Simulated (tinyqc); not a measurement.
Worked calculation: CCD on RHF in the sto-3g basis, for BeH2, spin multiplicity 1. One step of it, computed by the program tinyqc.

Question. CCD: starting amplitudes. t_ij^ab = <ij||ab> / (e_i + e_j - e_a - e_b), whose energy is MP2.

orbital energies (hartree): MO1 -4.524770, MO2 -0.440526, MO3 -0.401081, MO4 0.211764, MO5 0.213454, MO6 0.419287, MO7 0.827631

Two-electron integrals over orbitals (pq|rs), unique and non-zero (hartree):
```
(11|11) 2.271631    (21|11) -0.192542   (21|21) 0.025107    (22|11) 0.473795
(22|21) -0.006176   (22|22) 0.388032    (31|31) 0.005534    (32|31) 0.012644
(32|32) 0.162107    (33|11) 0.441347    (33|21) -0.002589   (33|22) 0.400722
(33|33) 0.423929    (41|11) 0.023995    (41|21) -0.002884   (41|22) 0.001928
(41|33) 0.001104    (41|41) 0.015943    (42|11) -0.010715   (42|21) 0.000944
(42|22) 0.005660    (42|33) 0.006030    (42|41) 0.014834    (42|42) 0.048446
(43|31) -0.000065   (43|32) 0.007485    (43|43) 0.014228    (44|11) 0.568197
(44|21) -0.007722   (44|22) 0.361529    (44|33) 0.347246    (44|41) -0.003132
(44|42) -0.015411   (44|44) 0.451024    (51|51) 0.015761    (52|51) 0.015098
(52|52) 0.048394    (53|53) 0.013684    (54|51) -0.001989   (54|52) -0.005259
(54|54) 0.024720    (55|11) 0.569179    (55|21) -0.007647   (55|22) 0.362228
(55|33) 0.347417    (55|41) 0.000786    (55|42) -0.005105   (55|44) 0.401019
(55|55) 0.449859    (61|11) -0.186883   (61|21) 0.025003    (61|22) -0.006200
(61|33) -0.003449   (61|41) -0.001245   (61|42) 0.002289    (61|44) -0.005672
(61|55) -0.005179   (61|61) 0.025227    (62|11) 0.123008    (62|21) -0.006293
(62|22) -0.019571   (62|33) -0.043789   (62|41) 0.002226    (62|42) -0.002130
(62|44) 0.057208    (62|55) 0.058978    (62|61) -0.004424   (62|62) 0.079846
(63|31) -0.001528   (63|32) -0.092886   (63|43) -0.006201   (63|63) 0.084100
(64|11) 0.010472    (64|21) 0.000225    (64|22) 0.001861    (64|33) -0.001870
(64|41) 0.015732    (64|42) 0.044749    (64|44) -0.002851   (64|55) 0.003909
(64|61) 0.002010    (64|62) 0.012449    (64|64) 0.048420    (65|51) 0.016229
(65|52) 0.046799    (65|54) -0.003522   (65|65) 0.049930    (66|11) 0.471413
(66|21) -0.006655   (66|22) 0.388840    (66|33) 0.399347    (66|41) 0.004906
(66|42) 0.014794    (66|44) 0.359328    (66|55) 0.361659    (66|61) -0.005847
(66|62) -0.029322   (66|64) 0.009437    (66|66) 0.406857    (71|31) 0.010438
(71|32) 0.019258    (71|43) -0.000352   (71|63) -0.000973   (71|71) 0.019960
(72|31) 0.004026    (72|32) -0.041964   (72|43) -0.006627   (72|63) 0.061360
(72|71) 0.007855    (72|72) 0.056797    (73|11) 0.145040    (73|21) -0.004574
(73|22) -0.002801   (73|33) -0.019056   (73|41) -0.000172   (73|42) -0.009379
(73|44) 0.064159    (73|55) 0.064283    (73|61) -0.003549   (73|62) 0.074861
(73|64) 0.005231    (73|66) -0.023300   (73|73) 0.084524    (74|31) -0.001540
(74|32) -0.015781   (74|43) 0.012852    (74|63) 0.009570    (74|71) -0.002597
(74|72) 0.002654    (74|74) 0.018424    (75|53) 0.013555    (75|75) 0.016744
(76|31) 0.010448    (76|32) 0.140592    (76|43) 0.008375    (76|63) -0.092594
(76|71) 0.016266    (76|72) -0.051938   (76|74) -0.013600   (76|76) 0.137229
(77|11) 0.563615    (77|21) -0.008345   (77|22) 0.415587    (77|33) 0.433364
(77|41) 0.000671    (77|42) 0.001294    (77|44) 0.385696    (77|55) 0.385197
(77|61) -0.008255   (77|62) -0.028289   (77|64) -0.003690   (77|66) 0.424352
(77|73) -0.003879   (77|77) 0.473156
```

Give: Starting amplitudes; correlation energy.

Answer.

Starting amplitudes (spin orbitals 1a, 1b, ...; amplitudes related by a flip of all spins are not repeated; the 24 largest):
```
from      to        t
3a 3b  6a 6b  -0.0513
2a 2b  6a 6b  -0.0464
2a 2b  4a 4b  -0.0371
2a 2b  5a 5b  -0.0370
2a 3b  6a 7b  -0.0358
3a 3b  7a 7b  -0.0344
2a 3b  6b 7a   0.0294
2a 2b  7a 7b  -0.0224
3a 3b  4a 4b  -0.0116
3a 3b  5a 5b  -0.0111
2a 3a  6a 7a  -0.0065
2a 3b  4a 7b   0.0050
3a 3b  4a 6b   0.0043
2a 3b  4b 7a  -0.0035
1a 2b  5a 5b  -0.0028
1a 2b  4a 4b  -0.0028
1a 1b  6a 6b  -0.0026
1a 1b  7a 7b  -0.0019
1a 1b  4a 4b  -0.0017
1a 1b  5a 5b  -0.0017
2a 3a  4a 7a   0.0015
2a 2b  4a 6b   0.0014
1a 2b  7a 7b  -0.0012
1a 2b  6a 6b   0.0008
```

correlation energy = -0.025816 hartree
